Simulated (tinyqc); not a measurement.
The basis set: RHF and MP2 along a ladder of basis sets, for H3+, spin multiplicity 1. Computed by the program tinyqc with PySCF. Same geometry throughout; the dipole is taken about the origin.

Geometry (angstrom):

| atom | x | y | z |
|---|---|---|---|
| H | 0.0000 | 0.0000 | 0.0000 |
| H | 0.0000 | 0.0000 | 0.8230 |
| H | 0.0000 | 0.8180 | 0.0870 |

RHF and frozen-core MP2 in a ladder of bases:

| basis | functions | E(RHF) (hartree) | E(MP2 corr) (hartree) | HOMO (eV) | LUMO (eV) | dipole (debye) |
|---|---|---|---|---|---|---|
| sto-3g | 3 | -1.230885 | -0.017533 | -32.4650 | -4.5904 | 2.4649 |
| 3-21g | 6 | -1.254251 | -0.022837 | -32.1388 | -6.7838 | 2.4030 |
| 6-31g | 6 | -1.258847 | -0.022892 | -32.1600 | -6.8607 | 2.3985 |
| 6-31g** | 15 | -1.277744 | -0.031098 | -32.1295 | -6.6844 | 2.3240 |
| cc-pvdz | 15 | -1.279175 | -0.029697 | -32.0923 | -6.7203 | 2.2833 |
| aug-cc-pvdz | 27 | -1.279284 | -0.030041 | -32.0939 | -6.8068 | 2.2737 |
| cc-pvtz | 42 | -1.284524 | -0.034609 | -32.1329 | -6.7722 | 2.2722 |

What does the comparison show, and why?

From cc-pVDZ to cc-pVTZ the RHF energy falls by 5.3 mhartree and the correlation energy by 4.9. If valence correlation converges as X^-3, (27 E(T) - 8 E(D))/19 gives -0.0367 hartree, a rough estimate from such small X that usually falls short; STO-3G holds about 48 % of it. Beyond STO-3G the LUMO moves by 0.2 eV and the HOMO by 0.1 eV.
